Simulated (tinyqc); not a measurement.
Convergence with the size of the ring: vibrations of a mass or spring defect in a linear chain. Computed by tinyqc, a small Python program. Command: `OMP_NUM_THREADS=1 python tinyqc.py 3005801 3005802 out.jsonl localmode walk`. One thread of a shared host (Intel(R) Xeon(R) Processor @ 2.30GHz), about 0.01 s of CPU time with the checks.

A ring of N atoms with nearest-neighbour springs k and motion along the chain. Atom 1 is the defect, of mass M', and its two springs are k'. Odd sites are A (the defect replaces an A atom), even sites B.

Inputs (values chosen for the exercise, for a model chain):
```
quantity                         value           unit
spring constant k                 3.69  eV/angstrom^2
mass M_A                          19.5              u
mass M_B                          8.19              u
defect mass M'                    9.37              u
spring ratio k'/k at the defect    1.5              -
```

Host: diatomic.

Constants: nu for 1 eV/(angstrom^2 u) = 15.6333042 THz.

Method:
- Host bands: lambda from 0 to 2k/M(heavy) and from 2k/M(light) to 2k (1/M_A + 1/M_B).
- nu = 15.6333042 THz x sqrt(lambda), lambda in eV/(angstrom^2 u).
- D_ii = (sum of the two springs at i)/M_i, D_ij = -k_ij/sqrt(M_i M_j) for neighbours, closed into a ring.
- The same matrix for 120 atoms; amplitudes are the mass-weighted eigenvector, in size, relative to the defect, for the highest mode; its weight is the squared component of the normalised eigenvector on the defect.

band edges (THz): 0.0000  9.6175  14.8401  17.6840

ratio to the top of the host band = 1.27307

highest frequency, long ring = 22.5130 THz

weight of the highest mode on the defect = 0.492119

Highest mode:
```
N    frequency (THz)  weight on the defect  modes outside the bands
4             22.640               0.47365                        2
6             22.519               0.49027                        2
8             22.513               0.49199                        2
12            22.513               0.49212                        2
20            22.513               0.49212                        3
40            22.513               0.49212                        3
80            22.513               0.49212                        3
120           22.513               0.49212                        3
```

The local mode is within 0.01 % of its final value from N = 8 on, and its weight on the defect settles at 0.492: a bound mode needs only a cell larger than its decay length. In the 120-atom ring the modes outside the host bands lie at 10.6955, 17.7365, 22.5130 THz; one close to a band edge can be missing in a short ring.

Extremes, crossings and ranges named in words are read from the listed rows.
